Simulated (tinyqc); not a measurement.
Standing waves and exposure in a photoresist film: one step. Interface coefficients. Five cases, with inputs chosen for the exercise.

Question. Form N1, r01, t01 and r12.

Normal incidence from air. Unexposed resist: N1 = n1 + i k1 with k1 = (A + B) lam/(4 pi), lam in micrometres. r01 = (1 - N1)/(1 + N1), t01 = 2/(1 + N1). Substrate Ns = ns + i ks: r12 = (N1 - Ns)/(N1 + Ns). With p = exp(2 pi i N1 d/lam), the field at depth z is E(z) = t01 [exp(2 pi i N1 z/lam) + r12 p^2 exp(-2 pi i N1 z/lam)]/(1 + r01 r12 p^2), the relative intensity I(z) = n1 |E(z)|^2 and the reflectance R = |(r01 + r12 p^2)/(1 + r01 r12 p^2)|^2.

Give: N1; r01; t01; r12; |r12|^2.

Case 1.

Values chosen (a resist on Si, indices near tabulated ones; not measured data):
- lam = 248 nm (vacuum wavelength)
- n1 = 1.766 (resist index)
- A = 0.01 1/micrometre (bleachable absorption (Dill A))
- B = 0.94 1/micrometre (fixed absorption (Dill B))
- d = 466 nm (resist thickness)
- ns = 1.546 (substrate n)
- ks = 3.618 (substrate k)

Answer.

N1 = 1.76600+0.01875i
r01 = -0.2770-0.0049i
t01 = 0.7230-0.0049i
r12 = -0.5109-0.5258i
|r12|^2 = 0.5374

Next to the bottom the intensity swings by a factor ((1 + |r12|)/(1 - |r12|))^2 = 42.2 between antinode and node.

Case 2.

Values chosen (a resist on W, indices near tabulated ones; not measured data):
- lam = 365 nm (vacuum wavelength)
- n1 = 1.727 (resist index)
- A = 0.54 1/micrometre (bleachable absorption (Dill A))
- B = 0.11 1/micrometre (fixed absorption (Dill B))
- d = 640 nm (resist thickness)
- ns = 3.378 (substrate n)
- ks = 2.372 (substrate k)

Answer.

N1 = 1.72700+0.01888i
r01 = -0.2666-0.0051i
t01 = 0.7334-0.0051i
r12 = -0.4423-0.2538i
|r12|^2 = 0.2600

Next to the bottom the intensity swings by a factor ((1 + |r12|)/(1 - |r12|))^2 = 9.49 between antinode and node.

Case 3.

Values chosen (a resist on W, indices near tabulated ones; not measured data):
- lam = 248 nm (vacuum wavelength)
- n1 = 1.779 (resist index)
- A = 0.08 1/micrometre (bleachable absorption (Dill A))
- B = 0.85 1/micrometre (fixed absorption (Dill B))
- d = 563 nm (resist thickness)
- ns = 3.381 (substrate n)
- ks = 2.918 (substrate k)

Answer.

N1 = 1.77900+0.01835i
r01 = -0.2803-0.0048i
t01 = 0.7197-0.0048i
r12 = -0.4761-0.2910i
|r12|^2 = 0.3113

Next to the bottom the intensity swings by a factor ((1 + |r12|)/(1 - |r12|))^2 = 12.4 between antinode and node.

Case 4.

Values chosen (a resist on Cu, indices near tabulated ones; not measured data):
- lam = 248 nm (vacuum wavelength)
- n1 = 1.774 (resist index)
- A = 0.06 1/micrometre (bleachable absorption (Dill A))
- B = 0.8 1/micrometre (fixed absorption (Dill B))
- d = 423 nm (resist thickness)
- ns = 1.479 (substrate n)
- ks = 1.82 (substrate k)

Answer.

N1 = 1.77400+0.01697i
r01 = -0.2790-0.0044i
t01 = 0.7210-0.0044i
r12 = -0.1686-0.4591i
|r12|^2 = 0.2392

Next to the bottom the intensity swings by a factor ((1 + |r12|)/(1 - |r12|))^2 = 8.49 between antinode and node.

Case 5.

Values chosen (a resist on Cu, indices near tabulated ones; not measured data):
- lam = 365 nm (vacuum wavelength)
- n1 = 1.672 (resist index)
- A = 0.31 1/micrometre (bleachable absorption (Dill A))
- B = 0.04 1/micrometre (fixed absorption (Dill B))
- d = 689 nm (resist thickness)
- ns = 1.261 (substrate n)
- ks = 1.922 (substrate k)

Answer.

N1 = 1.67200+0.01017i
r01 = -0.2515-0.0028i
t01 = 0.7485-0.0028i
r12 = -0.2017-0.5189i
|r12|^2 = 0.3100

Next to the bottom the intensity swings by a factor ((1 + |r12|)/(1 - |r12|))^2 = 12.3 between antinode and node.

Computed by tinyqc, one run a case: `OMP_NUM_THREADS=1 python tinyqc.py N N+1 out.jsonl` with N = 1651780, 1652087, 1652316, 1652586, 1652656; one thread of a shared Intel(R) Xeon(R) Processor @ 2.30GHz, about 0.01 s a run at most.
